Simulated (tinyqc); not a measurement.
Luttinger-Kohn k.p, four valence bands, step by step. One step of it, computed by the program tinyqc.

Task: Bloch Hamiltonian at k. P = c g1 k^2, Q = c g2 (kx^2 + ky^2 - 2 kz^2), R = c sqrt3 [-g2 (kx^2 - ky^2) + 2i g3 kx ky], S = 2 c sqrt3 g3 (kx - i ky) kz, c = hbar^2/2m = 3.809982 eV angstrom^2; rows [P+Q, -S, R, 0], [-S*, P-Q, 0, R], [R*, 0, P-Q, S], [0, R*, S*, P+Q]. The path ends lie at |k| = 0.06 1/angstrom.

Luttinger parameters chosen for this model; energies are counted downward from the top of the valence band:
```
parameter,value,unit
g1,6.630000,
g2,1.910000,
g3,2.760000,
```

k point k (1/angstrom): -0.003000  -0.024000  -0.021000

Give: H(k) at k.

Result:

H(k) at k (eV), lower triangle (Hermitian):
```
,3/2,1/2,-1/2,-3/2
3/2,0.0238
1/2,-0.0023-0.0184i,0.0281
-1/2,0.0071-0.0026i,0.0000,0.0281
-3/2,0.0000,0.0071-0.0026i,0.0023+0.0184i,0.0238
```
